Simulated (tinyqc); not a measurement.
RKS/PBE0 in the 6-31g basis, for H2, spin multiplicity 1, step by step. One step of it, computed by the program tinyqc.

Question. Iteration 1: building the Kohn-Sham matrix. J_ij = sum D_kl (ij|kl), K_ij = sum D_kl (ik|jl); F = H + J - 0.125 K + V_xc; E = tr D H + tr D J / 2 - 0.0625 tr D K + E_xc + E_nn.

D at the start, lower triangle:
```
          1H 1s     1H 2s     2H 1s     2H 2s
1H 1s  0.088172
1H 2s  0.171633  0.334097
2H 1s  0.088172  0.171633  0.088172
2H 2s  0.171633  0.334097  0.171633  0.334097
```

core Hamiltonian H = T + V (hartree), lower triangle:
```
           1H 1s      1H 2s      2H 1s      2H 2s
1H 1s  -0.702145
1H 2s  -0.774163  -0.812098
2H 1s  -0.296031  -0.468319  -0.702145
2H 2s  -0.468319  -0.632348  -0.774163  -0.812098
```

Two-electron integrals (ij|kl) in chemists' order, unique and non-zero (hartree):
```
(11|11) 1.076566   (21|11) 0.578470   (21|21) 0.329423   (22|11) 0.587396
(22|21) 0.361304   (22|22) 0.453150   (31|11) 0.112706   (31|21) 0.066900
(31|22) 0.077940   (31|31) 0.020693   (32|11) 0.174997   (32|21) 0.110807
(32|22) 0.146107   (32|31) 0.038318   (32|32) 0.086203   (33|11) 0.442184
(33|21) 0.287440   (33|22) 0.400935   (33|31) 0.112706   (33|32) 0.286558
(33|33) 1.076566   (41|11) 0.286558   (41|21) 0.164620   (41|22) 0.183074
(41|31) 0.038318   (41|32) 0.065486   (41|33) 0.174997   (41|41) 0.086203
(42|11) 0.350187   (42|21) 0.218271   (42|22) 0.282109   (42|31) 0.057452
(42|32) 0.118550   (42|33) 0.350187   (42|41) 0.118550   (42|42) 0.200466
(43|11) 0.287440   (43|21) 0.185576   (43|22) 0.256857   (43|31) 0.066900
(43|32) 0.164620   (43|33) 0.578470   (43|41) 0.110807   (43|42) 0.218271
(43|43) 0.329423   (44|11) 0.400935   (44|21) 0.256857   (44|22) 0.355063
(44|31) 0.077940   (44|32) 0.183074   (44|33) 0.587396   (44|41) 0.146107
(44|42) 0.282109   (44|43) 0.361304   (44|44) 0.453150
```

nuclear repulsion = 0.44468673 hartree

V_xc (hartree), lower triangle:
```
           1H 1s      1H 2s      2H 1s      2H 2s
1H 1s  -0.354335
1H 2s  -0.201385  -0.219721
2H 1s  -0.052073  -0.107350  -0.354335
2H 2s  -0.107350  -0.157930  -0.201385  -0.219721
```

E_xc = sum of w rho eps_xc = -0.41592221 hartree

Give: Coulomb J; exchange K; Kohn-Sham matrix F; total energy of this density.

Answer.

Coulomb J (hartree), lower triangle:
```
        1H 1s   1H 2s   2H 1s   2H 2s
1H 1s  1.1737
1H 2s  0.7118  0.8846
2H 1s  0.1862  0.3833  1.1737
2H 2s  0.3833  0.6256  0.7118  0.8846
```

exchange K (hartree), lower triangle:
```
        1H 1s   1H 2s   2H 1s   2H 2s
1H 1s  0.6985
1H 2s  0.6693  0.7529
2H 1s  0.4135  0.5531  0.6985
2H 2s  0.5531  0.6919  0.6693  0.7529
```

Kohn-Sham matrix F (hartree), lower triangle:
```
         1H 1s    1H 2s    2H 1s    2H 2s
1H 1s   0.0299
1H 2s  -0.3474  -0.2413
2H 1s  -0.2136  -0.2615   0.0299
2H 2s  -0.2615  -0.2512  -0.3474  -0.2413
```

total energy of this density = -1.090115 hartree

This density is the starting one.
